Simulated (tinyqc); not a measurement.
Inside a calculation. Method: G0W0 on RHF in the 6-31g basis, for H2, spin multiplicity 1. One step of it, computed by the program tinyqc.

Question. G0W0 on Hartree-Fock: LUMO. W(p,q,m) = sqrt2 sum_ia (pq|ia) (X+Y)_ia,m; Sigma_c(x) = sum_(i,m) W^2/(x - e_i + w_m) + sum_(a,m) W^2/(x - e_a - w_m); solve x = e_p + Sigma_c(x) by Newton steps; Z = 1/(1 - dSigma/dx); 1 hartree = 27.211386 eV.

orbital energies (hartree): [-0.561840, 0.205829, 0.834302, 1.270070]

Two-electron integrals over orbitals (pq|rs), unique and non-zero (hartree):
```
(11|11) 0.608925    (21|21) 0.092865    (22|11) 0.437468    (22|22) 0.392376
(31|11) 0.151852    (31|22) 0.058545    (31|31) 0.102705    (32|21) -0.007661
(32|32) 0.034439    (33|11) 0.519003    (33|22) 0.390047    (33|31) 0.119671
(33|33) 0.467311    (41|21) -0.080970   (41|32) -0.034639   (41|41) 0.125012
(42|11) -0.141718   (42|22) -0.062754   (42|31) -0.077969   (42|33) -0.108000
(42|42) 0.075085    (43|21) -0.100178   (43|32) -0.016395   (43|41) 0.125692
(43|43) 0.148778    (44|11) 0.617382    (44|22) 0.446018    (44|31) 0.187662
(44|33) 0.543000    (44|42) -0.167090   (44|44) 0.687875
```

excitation energies w (hartree): [0.911918, 1.588325, 2.077214]

X + Y, order 1>2, 1>3, 1>4:
```
[[0.911842, 0.000000, -0.067450],
 [0.000000, 0.937552, 0.000000],
 [0.157256, 0.000000, 0.933301]]
```

Give: The 12 largest terms at x = e_p; Newton steps; quasiparticle energy of the LUMO; Hartree-Fock value.

Answer.

The 12 largest terms at x = e_p (hartree; W for the signs of X + Y given):
```
q  m        W       term
1  1   0.1017     0.0062
1  3  -0.1157     0.0047
4  2  -0.1034    -0.0040
2  2   0.0776    -0.0038
3  3  -0.0450    -0.0007
3  1  -0.0176  -2.01e-04
```

Newton steps (hartree):
```
step       x  Sigma_c(x)       Z
0     0.2058      0.0021  0.9905
1     0.2079      0.0021  0.9905
2     0.2079      0.0021  0.9905
```

quasiparticle energy of the LUMO = 5.6575 eV

Hartree-Fock value = 5.6009 eV
